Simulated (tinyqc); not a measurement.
Worked calculation: lattice vibrations of a chain. One step of it, computed by the program tinyqc.

Question. Dynamical matrix at q = 0.15. q is in units of 2 pi/a. A spring k from atom i to atom j, n cells on, adds k to Phi_ii and Phi_jj, -k exp(2 pi i q n) to Phi_ij and the conjugate to Phi_ji (for one atom a cell: 2k (1 - cos 2 pi q n)); D_ij = Phi_ij / sqrt(m_i m_j).

A chain moving along its axis:
```
atom                 mass (u)  spring to the next atom (eV/angstrom^2)
1                   41.500000                                23.600000
2                  108.400000                                 3.300000
3                   73.500000                                26.800000
second neighbours           -                                 0.800000
```

Give: D(q).

Answer.

D(q) (eV/(angstrom^2 u)):
```
[[1.2530, -0.3589+0.0096i, -0.2997+0.3926i],
 [-0.3589-0.0096i, 0.2629, -0.0422+0.0073i],
 [-0.2997-0.3926i, -0.0422-0.0073i, 0.4313]]
```
